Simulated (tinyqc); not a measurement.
Out-diffusion of a doped substrate or buried layer into a growing epitaxial film: one step, computed by the program tinyqc. Command: `OMP_NUM_THREADS=1 python tinyqc.py 3023939 3023940 out.jsonl buried walk`. One thread of a shared host (Intel(R) Xeon(R) Processor @ 2.30GHz), about 0.01 s of CPU time with the checks.

x is counted from the original substrate surface into the film, whose surface moves as x = v t. Substrate dopant has one diffusivity; the dopant of the film is taken as uniform.

Problem. Scales. D = D0 exp(-E/(k_B T)); growth time t = d/v; l = 2 sqrt(D t); growth number G = v t/l = d/l; 1 um = 1e-4 cm. Temperatures in kelvin are T(C) + 273.15.

Inputs (values chosen for the exercise, modelled on arsenic in silicon):
```
quantity              value    unit
prefactor D0           10.1  cm^2/s
activation energy E    3.96      eV
growth rate v          0.85  um/min
film thickness d        1.5      um
growth temperature T    950       C
```

Film doping: same type as the substrate.

Constants: k_B = 8.617333262e-05 eV/K.

Give: diffusivity D; growth time t; length l; growth number G.

Solution.

diffusivity D = 4.873e-16 cm^2/s

growth time t = 1.765 min

length l = 0.004543 um

growth number G = 330.2

The surface outruns diffusion, so the film acts as an infinite medium.
